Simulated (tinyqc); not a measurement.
Static screening by free carriers: sweeps and comparisons. A value that a table varies takes the place of the one given here.

kF = (3 pi^2 n/Mv)^(1/3), EF = c kF^2/m with c = hbar^2/2m0, n in 1/angstrom^3 (1e-24 per 1/cm^3), e2 = e^2/(4 pi eps0). Thomas-Fermi: qTF^2 = 6 pi e2 n/(eps EF). Debye: qD^2 = 4 pi e2 n/(eps kB T).

F_j(eta) = (1/Gamma(j + 1)) integral_0^infinity x^j dx/(1 + exp(x - eta)), which tends to exp(eta) for eta << 0.

At finite T: qs^2 = qD^2 F_-1/2(eta)/F_1/2(eta), where n = Mv N F_1/2(eta) and N = 2 (m kB T/(4 pi c))^(3/2) with c = hbar^2/2m0, in 1/angstrom^3; times 1e24 for 1/cm^3.

Donor in the screened potential -(e2/eps) exp(-qs r)/r with the trial function exp(-r/a): E(a) = c/(m a^2) - (e2/eps) 4/(a (2 + qs a)^2), e2 = e^2/(4 pi eps0), c = hbar^2/2m0; isotropic mass.

Lindhard at zero temperature: eps(q)/eps = 1 + (qTF/q)^2 L(x), x = q/(2 kF), L(x) = 1/2 + ((1 - x^2)/(4x)) ln|(1 + x)/(1 - x)|.

Constants: hbar^2/2m0 = 3.80998211 eV angstrom^2; e^2/(4 pi eps0) = 14.39964547 eV angstrom; kB = 8.617333262e-05 eV/K; a0 (Bohr radius) = 0.5291772105 angstrom.

Inputs chosen for the exercise (near those of SiC; not measured data): m = 0.3921 m0 (mass of one isotropic valley); Mv = 3 (valleys); eps = 9.57 (background dielectric constant); T = 200 K; n = 6.6e+17 1/cm^3 (carrier density).

## Screening unbinds the donor

All carriers n are taken as free and screen with qs(T); E(a) is minimised over a; a dash marks no bound state. aB = a0 eps/m.

Donor level:
```
n (1/cm^3)  n^(1/3) aB  qs aB  E (meV)   a/aB
4.0e+15          0.021  0.027   -55.16  1.001
3.0e+16          0.040  0.074   -50.08  1.004
2.0e+17          0.076  0.191   -38.88  1.023
5.0e+17          0.103  0.300   -29.99  1.053
1.0e+18          0.129  0.420   -21.72  1.102
3.0e+18          0.186  0.705    -7.67  1.309
8.0e+18          0.258  1.072        -      -
2.0e+19          0.351  1.482        -      -
```

aB = 12.9 angstrom

The level rises from -55.16 meV at the lowest density to -7.67 meV at 3e+18 1/cm^3, against -58.25 meV unscreened. The trial function finds no bound state from 8e+18 1/cm^3 on, where qs aB = 1.07 and n^(1/3) aB = 0.26. This trial function loses binding at qs aB = 1 and the exact Yukawa problem at 1.19; the Mott rule of thumb is n^(1/3) aB = 0.26.

## From Debye to Thomas-Fermi

Screening lengths (angstrom):
```
n (1/cm^3)    eta  Debye  Thomas-Fermi  finite T
3.0e+16     -5.81  174.3         22.52     174.4
2.0e+17     -3.91  67.51         16.42     67.75
1.0e+18     -2.27  30.19         12.56     30.72
4.0e+18     -0.78  15.10         9.965     16.11
2.0e+19      1.37  6.751         7.621     8.716
5.0e+19      3.25  4.270         6.541     6.828
2.0e+20      8.78  2.135         5.192     5.221
6.0e+20     18.41  1.233         4.323     4.328
```

Debye is within 5 % of the finite-T length up to 1e+18 1/cm^3 of the densities listed and Thomas-Fermi from 5e+19 on. The length goes as n^-0.50 at the low end and n^-0.17 at the high end, against the limits -1/2 and -1/6. Both limits give too short a length.

## Static response in three, two and one dimensions

kF = 0.0186759 1/angstrom
qTF = 0.0743187 1/angstrom

x = q/(2 kF). Response over its long-wave value: L3 as above; L2 = 1 for x <= 1 and 1 - sqrt(1 - 1/x^2) beyond; L1 = ln|(1 + x)/(1 - x)|/(2x).

Response:
```
x         L3     L2     L1  eps(q)/eps, Lindhard 3D  Thomas-Fermi
0.099  0.997  1.000  1.003                    403.6         404.9
0.298  0.970  1.000  1.031                    44.24         45.58
0.497  0.913  1.000  1.097                    15.63         17.03
0.695  0.819  1.000  1.234                    7.712         9.196
0.894  0.662  1.000  1.612                    4.278         5.953
0.973  0.559  1.000  2.205                    3.336         5.182
1.013  0.467  0.840  2.489                    2.803         4.858
1.093  0.361  0.596  1.424                    2.198         4.314
1.291  0.234  0.368  0.799                    1.555         3.375
1.589  0.145  0.223  0.466                    1.227         2.568
2.185  0.073  0.111  0.226                    1.061         1.829
```

Next to x = 1 the table has L3 = 0.559 and 0.467, L2 = 1.000 and 0.840, L1 = 2.205 and 2.489: an infinite slope in 3D, a kink in 2D and a logarithmic peak in 1D, where the whole Fermi surface is joined by 2 kF. These features give Friedel oscillations of period pi/kF = 168 angstrom at zero temperature; they wash out once kT nears EF, so this table, for T = 0, describes the gas only where EF is well above kT. Thomas-Fermi overstates eps(q) by 8.9 % at x = 0.497 and by 109.3 % at x = 1.589.

## What sets the screening length

All results formed anew. Each row changes one parameter from the base and keeps the others.

Results:
```
case                 Debye (angstrom)  Thomas-Fermi (angstrom)  finite T (angstrom)
base                            37.16                    13.46                37.59
n = 1.32e+18 1/cm^3             26.28                    11.99                26.88
m = 0.5097 m0                   37.16                    11.80                37.45
eps = 11.484                    40.71                    14.74                41.18
T = 260 K                       42.37                    13.46                42.70
Mv = 4                          37.16                    12.23                37.48
```

The largest shifts from the base row, up to three for each result and ties (the steps differ in size, so this ranks the rows, not the parameters). Debye (angstrom): n -10.9, T +5.21, eps +3.55; unchanged at the printed digits by m and Mv. Thomas-Fermi (angstrom): m -1.65, n -1.47, eps +1.28; unchanged at the printed digits by T. finite T (angstrom): n -10.7, T +5.11, eps +3.59.

Program tinyqc; command `OMP_NUM_THREADS=1 python tinyqc.py 1681880 1681881 out.jsonl`; about 0.01 s on one thread of a shared Intel(R) Xeon(R) Processor @ 2.30GHz.
